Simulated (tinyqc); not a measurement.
Weibull analysis of times to dielectric breakdown, with area scaling: two steps of the calculation.

Breakdown times follow F(t) = 1 - exp(-(t/t63)^beta). The 11 times below were drawn at random from beta = 1.2, t63 = 1300 s and are treated as data; all samples failed.

Inputs (values chosen for the exercise): characteristic time of a test capacitor t63 = 1300 s; Weibull slope beta = 1.2.

Question 1. Median ranks and the Weibull scale. F_i = (i - 0.3)/(n + 0.4) for the sorted times, W_i = ln(-ln(1 - F_i)).

t, i 1 to 11 (s): 140  216  873  939  1430  1440  1540  1770  2700  3190  3500

Give: F; W; ln t.

Answer 1.

```
i         F        W    ln t
1   0.06140  -2.7588  4.9416
2   0.14912  -1.8233  5.3753
3   0.23684  -1.3083  6.7719
4   0.32456  -0.9355  6.8448
5   0.41228  -0.6320  7.2654
6   0.50000  -0.3665  7.2724
7   0.58772  -0.1210  7.3395
8   0.67544   0.1180  7.4787
9   0.76316   0.3649  7.9010
10  0.85088   0.6434  8.0678
11  0.93860   1.0261  8.1605
```

Question 2. Straight-line fit. Least squares of W on ln t: beta = sum (x - mean x)(W - mean W)/sum (x - mean x)^2 with x = ln t, and ln t63 = mean x - mean W/beta.

```
i            W       ln t
1   -2.7587708  4.9416424
2   -1.8233277  5.3752784
3   -1.3082586  6.7719356
4   -0.9354913  6.8448155
5   -0.6320411  7.2654297
6   -0.3665129  7.2723984
7   -0.1209809  7.3395377
8    0.1180324  7.4787348
9    0.3648942  7.9010071
10   0.6434238  8.0677762
11   1.0261449  8.1605182
```

Wanted: beta; t63.

Answer 2.

beta = 1.050
t63 = 1881 s

beta is 13 % below the value that made the data and t63 45 % above it.

Numbers from tinyqc (`OMP_NUM_THREADS=1 python tinyqc.py 2070035 2070036 out.jsonl`; about 0.01 s on one thread of a shared Intel Xeon 2.30GHz).
